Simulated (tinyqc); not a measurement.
Inside a calculation. Method: tight binding, honeycomb lattice. One step of it, computed by the program tinyqc.

Task: Levels at k. Diagonalise the Hermitian matrix.

H(k) at k (eV):
```
                     A                    B
A             0.180602  -1.505912+0.242835i
B  -1.505912-0.242835i            -0.180390
```

Give: eigenvalues; weights |c|^2 of the basis functions.

Result:

eigenvalues (eV): -1.5359  1.5361

weights |c|^2 of the basis functions:
```
   band 1  band 2
A  0.4412  0.5588
B  0.5588  0.4412
```
